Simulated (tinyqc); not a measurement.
Solid against vapour: precursor delivery by bubblers, mass-transport growth and the solid composition of a III-V alloy. Computed by tinyqc, a small Python program. Command: `OMP_NUM_THREADS=1 python tinyqc.py 3013788 3013789 out.jsonl movpe_thermo walk`. One thread of a shared host (Intel(R) Xeon(R) Processor @ 2.30GHz), about 0.01 s of CPU time with the checks.

1 sccm = 44.615 micromol/min; 1 torr = 133.322 Pa. The sources decompose fully at the surface.

Inputs (values chosen for the exercise, modelled on triethylgallium (source 1) and trimethylindium (source 2) for the vapour pressures): growth temperature T = 940 K; interaction L0 of the solid = 4.65 kJ/mol; exchange energy dG_x of AC + (1/2) D2 -> AD + (1/2) C2 = -2.6 kJ/mol.

Alloy: mixing on the group-V sites.

Constants: R = 8.314462618 J/(mol K).

Method. At high V/III the group-V pressures at the surface equal those supplied, as dimers: p_D2/p_C2 = x_v/(1 - x_v). Equilibrium of the solid AC(1-x)D(x), A standing for the mix of both group-III metals: ln[x/(1 - x)] + L0 (1 - 2x)/(R T) = -dG_x/(R T) + (1/2) ln[x_v/(1 - x_v)].

Composition:
```
x_v         x  x for L0 = 0   x/x_v
0.02  0.11150       0.16614  5.5749
0.05  0.17929       0.24240  3.5858
0.10  0.25862       0.31736  2.5862
0.25  0.42376       0.44605  1.6950
0.50  0.61537       0.58241  1.2307
0.75  0.76886       0.70723  1.0252
0.90  0.86610       0.80710  0.9623
0.95  0.90809       0.85874  0.9559
0.98  0.94298       0.90709  0.9622
```

What does the comparison show, and why?

dG_x = -2.6 kJ/mol favours AD: at x_v = 1/2 the ideal solid has x = 0.582. The positive L0 pushes x away from 1/2, to 0.615, and steepens the curve near x = 1/2; at L0 = 2 R T = 15.6 kJ/mol the slope would diverge.
